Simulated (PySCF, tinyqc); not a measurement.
Orbital energy against energy difference: ionisation energy by orbital energies and by energy differences in the 6-31g* basis, for H4, spin multiplicity 1. Computed by the program tinyqc with PySCF. 

Geometry (angstrom):
```
atom       x       y       z
H     0.0000  0.0000  0.0000
H     0.0000  0.0000  0.8150
H     0.0000  0.8860  0.0000
H     0.0000  0.8860  0.8150
```

CCSD(T) difference in the same basis = 9.0251 eV

IP-EOM-CCSD = 9.0409 eV

The cation is unrestricted; errors are against CCSD(T) in this basis, not against experiment.

First vertical ionisation energy (eV):
```
method     -e(HOMO)  E(cation) - E  error of -e(HOMO)  error of the difference
HF            8.460        8.03269             -0.565                   -0.992
LDA           4.013        8.79619             -5.012                   -0.229
PBE           4.067        8.79287             -4.958                   -0.232
B3LYP         5.191        8.96085             -3.834                   -0.064
PBE0          5.381        8.82120             -3.645                   -0.204
CAM-B3LYP     6.776        8.90248             -2.249                   -0.123
LC-wPBE       8.203        8.86633             -0.822                   -0.159
```

Koopmans errs by -0.57 eV and Delta-HF by -0.99 eV: relaxation, 0.43 eV, lowers the value and the missing correlation difference works against it. The PBE level is off by -5.0 eV through the wrong tail of its potential, though its energy difference is off by -0.23 eV; exact exchange deepens the level, and among the orbital energies HF comes closest; among the differences B3LYP does. The restricted reference is unstable here: a spin-polarised solution lies 0.0364 hartree lower (PySCF), so results built on it describe a poor reference.
